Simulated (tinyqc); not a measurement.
The same layer on three faces: band edges of strained Si(1-x)Ge(x) on relaxed Si(1-y)Ge(y).

Values are linear in the Ge fraction but for ED(x) = linear - CD x (1 - x) and a(x) = linear - Ca x (1 - x). Energies are on the common scale of Ev.

Coherent growth: e_par = (a(y) - a(x))/a(x). (001): e_perp = -2 (C12/C11) e_par; exx = eyy = e_par, ezz = e_perp, no shear. (111): e_perp = -(2 C11 + 4 C12 - 4 C44)/(C11 + 2 C12 + 4 C44) e_par; exx = eyy = ezz = (2 e_par + e_perp)/3 and exy = eyz = ezx = (e_perp - e_par)/3. (110): e_perp = -(C11 + 3 C12 - 2 C44)/(C11 + C12 + 2 C44) e_par; exx = eyy = (e_par + e_perp)/2, ezz = e_par, exy = (e_perp - e_par)/2, eyz = ezx = 0.

A valley with unit axis u lies at Ev + gap + (av + a_valley) tr(e) + Xu (u.e.u - tr(e)/3); the Delta axes are x, y, z and the L axes [111], [1-1-1], [-11-1], [-1-11]. The second-order shift of the Delta valleys under shear is left out; it lowers the pair normal to the sheared plane by tens of meV at a shear of 1 %.

Valence edges: Ev plus the levels of the 6 x 6 matrix of X, Y, Z times spin with -Dso/3 + l exx + m (eyy + ezz) on the diagonal (cyclic), n exy off it, l = av + 2 b, m = av - b, n = sqrt(3) d. Spin-orbit term (Dso/3) L.sigma on X, Y, Z with (L_k)_ij = -i epsilon_kij: <X+|H|Y+> = -i Dso/3, <X+|H|Z-> = Dso/3, <Y+|H|Z-> = -i Dso/3, <Z+|H|X-> = -Dso/3, <Z+|H|Y-> = i Dso/3, <X-|H|Y-> = i Dso/3, and their conjugates; + and - are the spin along z.

Values chosen for the exercise (end members near Si and Ge, in this order; not measured data):
- a = (5.43, 5.659) angstrom (lattice constant)
- Dso = (0.044, 0.286) eV (spin-orbit splitting)
- av = (2.44, 1.25) eV (valence hydrostatic potential)
- b = (-2.13, -2.57) eV (tetragonal shear potential)
- d = (-4.83, -5.32) eV (trigonal shear potential)
- C11 = (165.2, 128.1) GPa
- C12 = (63.3, 48) GPa
- C44 = (79.5, 66.2) GPa
- Ev = (0, 0.69) eV (top of the unstrained valence band)
- ED = (1.143, 0.915) eV (gap to the Delta valleys)
- EL = (2.024, 0.746) eV (gap to the L valleys)
- aD = (1.58, 1.38) eV (hydrostatic potential of the Delta gap)
- aL = (-3.28, -2.57) eV (hydrostatic potential of the L gap)
- XuD = (9.36, 9.38) eV (uniaxial potential, Delta)
- XuL = (16.67, 15.03) eV (uniaxial potential, L)
- CD = 0.209 eV (bowing of the Delta gap)
- Ca = 0.025 angstrom (bowing of the lattice constant)
- x = 0.22 (Ge fraction of the layer)
- y = 0 (Ge fraction of the relaxed buffer)

dEc = Ec(buffer) - Ec(layer), dEv = Ev(layer) - Ev(buffer); buffer edges Ev(y) and Ev(y) + min(ED, EL). The digit behind Delta or L counts whole valleys.

Results:
```
face   e_par (%)  lowest valleys  gap (eV)  next valleys above (meV)  valence splitting (meV)  dEc (eV)  dEv (eV)  Delta spread (meV)  L spread (meV)
(001)      -0.84          Delta4     0.962                       139                       41     0.019     0.162                 139               0
(111)      -0.84          Delta6     1.002                       704                       42    -0.017     0.157                   0             174
(110)      -0.84          Delta2     0.964                        59                       43     0.021     0.159                  59             137
```

On (001) only the Delta valleys split (139 meV), on (111) only the L valleys (174 meV), on (110) both (59 and 137 meV). The lowest valleys are Delta4 on (001), Delta6 on (111) and Delta2 on (110); the smallest gap is 0.962 eV on (001) and the largest 1.002 eV on (111).

tinyqc: `OMP_NUM_THREADS=1 python tinyqc.py 1080390 1080391 out.jsonl`; about 0.01 s, one thread, shared Intel(R) Xeon(R) Processor @ 2.30GHz.
